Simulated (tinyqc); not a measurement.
Which input was changed? Model: sputter depth profiling of a dopant layer: erosion rate, quantification and the mixing-roughness response. Computed by tinyqc, a small Python program. Command: `OMP_NUM_THREADS=1 python tinyqc.py 3021861 3021862 out.jsonl sims which`. One thread of a shared host (Intel(R) Xeon(R) Processor @ 2.30GHz), about 0.2 s of CPU time with the checks.

A rastered ion beam erodes silicon (49.94 atoms per nm^3). The measured profile is the true one convolved with a depth response.

Inputs (values chosen for the exercise, modelled on a dopant in silicon under an oxygen or caesium beam): beam energy E = 7.4 keV; beam current = 130 nA; raster side = 250 um; sputter yield at 1 keV = 0.83; mixing length at 1 keV = 1.3 nm; roughness sigma = 1.2 nm; depth of the layer z0 = 40 nm; sheet density Q = 3.2e+13 1/cm^2; relative sensitivity factor RSF = 7.5e+20 1/cm^3; matrix count rate = 3.6e+06 1/s; background count rate = 0.76 1/s; counting time per point = 0.5 s; level that defines the junction C_B = 2e+16 1/cm^3.

True profile: delta layer.

Constants: e = 1.602176634e-19 C.

Method:
- Scaling chosen for the exercise: yield Y = Y1 E^0.5, mixing length w = w1 E^0.5 (E in keV).
- Erosion rate = Y I/(e x raster^2 x density); depth step = rate x counting time; concentration = RSF x counts/matrix counts; detection limit = RSF x 3 sqrt(background x time)/(matrix rate x time).
- Mixing alone turns a layer at z0 into (1/w) exp(-(z - z0 + w)/w) for z > z0 - w; roughness adds a Gaussian of width sigma. With x = z - z0 + w: g(x) = (1/(2w)) exp(sigma^2/(2 w^2) - x/w) erfc((sigma/w - x/sigma)/sqrt2), and its integral G(x) = (1/2) erfc(-x/(sigma sqrt2)) - w g(x). Measured: Q g(x), 1 nm = 1e-7 cm.
- Find the maximum, the full width at half maximum and the deep point where the profile falls to C_B; far down, the trailing edge decays by w ln(10) per decade.
- Convolution adds means and variances: the response has mean 0 (shift -w plus exponential mean w) and variance w^2 + sigma^2; a delta layer adds none.

Task: One of these inputs alone was changed, within the range given: mixing length at 1 keV (0.65 to 2.6); roughness sigma (0.6 to 2.4); level that defines the junction C_B (1e+16 to 4e+16); sheet density Q (1.6e+13 to 6.4e+13). Which one, and to what value?

Results:
```
run     full width at half maximum (nm)  peak concentration (1/cm^3)  standard deviation (nm)
before                         5.114514                 5.136976e+19                 3.734434
after                          5.565552                 4.793279e+19                 3.807112
```

Result:

Each candidate set to reproduce full width at half maximum, and what it then gives:
```
candidate                                         range searched  value needed  peak concentration (1/cm^3)  standard deviation (nm)
mixing length at 1 keV (nm)                          0.65 to 2.6         1.529                   4.6520e+19                   4.3302
roughness sigma (nm)                                  0.6 to 2.4         1.410                   4.7933e+19                   3.8071
level that defines the junction C_B (1/cm^3)      1e+16 to 4e+16     no effect                            -                        -
sheet density Q (1/cm^2)                      1.6e+13 to 6.4e+13     no effect                            -                        -
```

Only roughness sigma fits every result: it went from 1.2 to 1.41 nm. The next best candidate, mixing length at 1 keV, misses one result by 14 %.
